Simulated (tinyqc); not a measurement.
# Disorder broadening of a semi-elliptic band in the self-consistent Born approximation: effects of single changes

The local Green function is G = g0(z - Sigma) with z = E + i eta and g0(z) = (z - sqrt(z - 2t) sqrt(z + 2t))/(2 t^2), principal roots; the self-energy is Sigma = D G. The density of states is -Im G/pi.

Values chosen for this exercise:
- t = 1 eV (hopping)
- D = 0.12 eV^2 (variance of the random site energy)
- eta = 0.03 eV (bare broadening)
- E = -1.844 eV (energy from the band centre)

Each table varies one quantity; the others keep the values above.

## Effect of the mixing

G = g0(z - Sigma), Sigma(out) = D G, Sigma(new) = Sigma + mix (Sigma(out) - Sigma). Iterations from Sigma = 0 until |Sigma(out) - Sigma| < 1e-10 eV, at most 500. The factor is |1 - mix + mix L|, L = d Sigma(out)/d Sigma at the solution.

Effect of the mixing:
```
mix	iterations	factor
0.1	192	0.8961
0.2	91	0.7924
0.3	57	0.6889
0.5	30	0.4831
0.7	18	0.2819
0.85	12	0.1459
1	11	0.1104
```

What does the comparison show?

L = -0.0393+0.103i. The fewest iterations, 11, come at mix = 1; the smallest factor, 0.110, is at mix = 1. As a function of mix the factor has its minimum at Re(1 - L)/|1 - L|^2 = 0.953, so the damped rows are slower.

## Density of states across the band

Sigma is iterated to self-consistency (retarded branch, Im Sigma < 0); first Born means Sigma = D g0(z) put once into G = g0(z - Sigma); clean means Sigma = 0. Closed form: G = (z - sqrt(z^2 - 4 (t^2 + D)))/(2 (t^2 + D)) with the root that gives Im G < 0; for eta -> 0 a semi-ellipse of half-width 2 sqrt(t^2 + D).

Density of states across the band:
```
E (eV)	Re Sigma (eV)	Im Sigma (eV)	DOS, self-consistent (1/eV)	DOS, first Born (1/eV)	DOS, clean (1/eV)
0	0	-0.1118	0.2965	0.2956	0.3136
0.254	0.01341	-0.1110	0.2944	0.2935	0.3110
0.508	0.02682	-0.1085	0.2878	0.2870	0.3031
0.762	0.04020	-0.1042	0.2764	0.2759	0.2896
1.016	0.05355	-0.09788	0.2596	0.2597	0.2695
1.27	0.06683	-0.08912	0.2364	0.2371	0.2412
1.524	0.07998	-0.07711	0.2046	0.2062	0.2015
1.778	0.09276	-0.05998	0.1591	0.1624	0.1414
2.032	0.1034	-0.03063	0.08125	0.07849	0.02007
2.286	0.07603	-0.002632	0.006981	0.006702	0.005072
2.54	0.06081	-0.001299	0.003445	0.003410	0.002969
```

What does the table show?

The self-consistent density of states falls from 0.297 to 0.00344 1/eV. The clean band ends at 2t = 2.00 eV; at E = 2.032 eV, beyond it, the self-consistent value is 0.0813 against 0.0201 clean: disorder widens the band. By ratio, first Born differs most at E = 2.286 eV, where it is 4.0 % below the self-consistent value.

Range of the model: The self-consistent Born approximation misses band tails from rare fluctuations and localisation.

Computed by the program tinyqc: `OMP_NUM_THREADS=1 python tinyqc.py 2720039 2720040 out.jsonl`, one thread of a shared Intel Xeon 2.30GHz, about 0.01 s for the whole run.
